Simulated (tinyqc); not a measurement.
Elastic trap-assisted tunnelling through a dielectric: one step of the calculation.

Emitter at x = 0 (Fermi level 0), collector at x = t (Fermi level -V), band edge U(x) = phi - F x, F = V/t. A trap at x has the energy E = U(x) - Et. With G(u) = (4/(3 F)) sqrt(mo/C) max(u, 0)^1.5, C = hbar^2/(2 m0): S1 = G(phi - E) - G(Et), S2 = G(Et) - G(phi - V - E), T1,2 = exp(-S1,2). The steady rate through one trap is nu T1 T2 (f1 - f2)/(T1 + T2), f1 = f(E), f2 = f(E + V), f(y) = 1/(1 + exp(y/Vt)); both contacts offer states at E.

Problem. The best-placed trap against direct tunnelling. At x = xs: E, S1, S2 and the occupation (T1 f1 + T2 f2)/(T1 + T2). Direct tunnelling at E = 0 has S = (4/(3 F)) sqrt(mo/C) [phi^1.5 - max(phi - V, 0)^1.5].

Inputs (values chosen for the exercise); dielectric values close to those of silicon dioxide: temperature T = 300 K; barrier above the emitter Fermi level phi = 3.17 eV; tunnelling mass mo = 0.48 m0; thickness t = 7.4 nm; trap depth below the band edge of the dielectric Et = 2.74 eV; attempt frequency nu = 1e13 1/s; voltage V = 1.51 V.

Constants: q = 1.602176634e-19 C, kB = 1.380649e-23 J/K, hbar = 1.054571817e-34 J s, m0 = 9.1093837015e-31 kg, Vt = kB T/q, hbar^2/(2 m0) = 0.0380998212 eV nm^2. Results are converted to the units shown.

xs = 3.43 nm

Wanted: E; S1; S2; occupation; S of direct tunnelling.

Solution.

E = -0.26991 eV
S1 = 42.779
S2 = 43.010
occupation = 0.55761
S of direct tunnelling = 81.297

Range of the model: Phonon-assisted (inelastic) capture, chains of traps and a spread of trap depths are left out.

Program tinyqc, `OMP_NUM_THREADS=1 python tinyqc.py 2370157 2370158 out.jsonl`; Intel Xeon 2.30GHz, shared host, one thread, about 0.06 s.
